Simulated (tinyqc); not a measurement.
Spectral response: phonon-assisted absorption at an indirect gap.

alpha(E) = sum_j A_j [N_j (E - Eg + w_j)^2 + (N_j + 1)(E - Eg - w_j)^2], each bracket counted only where its base is positive; N_j = 1/(exp(w_j/kB T) - 1). The first term absorbs a phonon and the second emits one; excitons and direct transitions are left out.

Photodiode (Gaertner form with a dead layer): QE = (1 - R) exp(-alpha xj) [1 - exp(-alpha W)/(1 + alpha L)], R = ((nr - 1)/(nr + 1))^2; responsivity = QE/E in A/W for E in eV.

Constants: kB = 8.617333262e-05 eV/K.

Inputs chosen for the exercise (loosely those of AlAs at room temperature; Eg is not tied to T; shifted at random, so the results belong to these values and not to a real crystal):
- Eg = 2.187 eV (indirect gap, held fixed unless listed)
- w = (44.1, 13.2) meV (two zone-edge phonons)
- A = (3900, 1200) 1/(cm eV^2) (their strengths)
- T = 500 K
- nr = 3.08 (refractive index)
- xj = 0.59 micrometre (dead layer at the surface)
- W = 16 micrometre (depleted width)
- L = 96 micrometre (minority diffusion length below it)

Response:

| E (eV) | wavelength (nm) | alpha (1/cm) | 1/alpha (micrometre) | dead layer | collected | QE | A/W |
|---|---|---|---|---|---|---|---|
| 2.21 | 561 | 14.7 | 682 | 0.999 | 0.144 | 0.106 | 0.048 |
| 2.25 | 551 | 58.0 | 172 | 0.997 | 0.414 | 0.306 | 0.136 |
| 2.31 | 537 | 216 | 46.3 | 0.987 | 0.770 | 0.562 | 0.243 |
| 2.39 | 519 | 608 | 16.5 | 0.965 | 0.945 | 0.675 | 0.282 |
| 2.49 | 498 | 1.39e+03 | 7.20 | 0.921 | 0.992 | 0.677 | 0.272 |
| 2.64 | 470 | 3.17e+03 | 3.16 | 0.830 | 1.000 | 0.614 | 0.233 |
| 2.84 | 437 | 6.67e+03 | 1.50 | 0.675 | 1.000 | 0.499 | 0.176 |
| 3.09 | 401 | 1.29e+04 | 0.777 | 0.468 | 1.000 | 0.346 | 0.112 |
| 3.39 | 366 | 2.30e+04 | 0.435 | 0.258 | 1.000 | 0.191 | 0.056 |
| 3.79 | 327 | 4.10e+04 | 0.244 | 0.089 | 1.000 | 0.066 | 0.017 |

QE is highest, 0.677, at 2.49 eV of those listed and the responsivity at 2.39 eV; reflection alone caps QE at 0.740. Near the gap weak absorption limits it (collected share 0.144); at the top the dead layer passes 0.089. Far above the gap the quadratic law and a constant index are only rough; in the real crystal direct transitions take over near 3 eV, so the rows above that understate alpha.

Run: tinyqc, `OMP_NUM_THREADS=1 python tinyqc.py 1682007 1682008 out.jsonl`; Intel(R) Xeon(R) Processor @ 2.30GHz, one thread, shared host; about 0.01 s of CPU time with all checks.
